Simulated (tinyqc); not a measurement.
# Gap and mass from two generation rates

Problem. In the two-band model the band-to-band tunnelling rate in a uniform field is G = A F^2 exp(-B/F), with B = pi sqrt(m/C) Eg^1.5/4 (V/nm), A = 1e21 (2 q/h) m Eg/(16 pi C B) for G in cm^-3 s^-1 and F in V/nm, C = hbar^2/(2 m0). Find B, A, Eg and m.

Constants: q = 1.602176634e-19 C, hbar = 1.054571817e-34 J s, h = 6.62607015e-34 J s, m0 = 9.1093837015e-31 kg, hbar^2/(2 m0) = 0.0380998212 eV nm^2. Results are converted to the units shown.

G at F = 0.041 and 0.071 V/nm (cm^-3 s^-1): 2.0496522e23  1.5368699e27

Solution. The slope of ln(G/F^2) against 1/F is -B and the intercept gives A. The product A B fixes m Eg, and B = (pi/4) Eg sqrt(m Eg/C) then gives Eg.

B = 0.7592 V/nm
A = 1.343e34 cm^-3 s^-1 (V/nm)^-2
Eg = 0.9390 eV
m = 0.04300 m0

Numbers from tinyqc (`OMP_NUM_THREADS=1 python tinyqc.py 2620157 2620158 out.jsonl`; about 0.02 s on one thread of a shared Intel Xeon 2.30GHz).
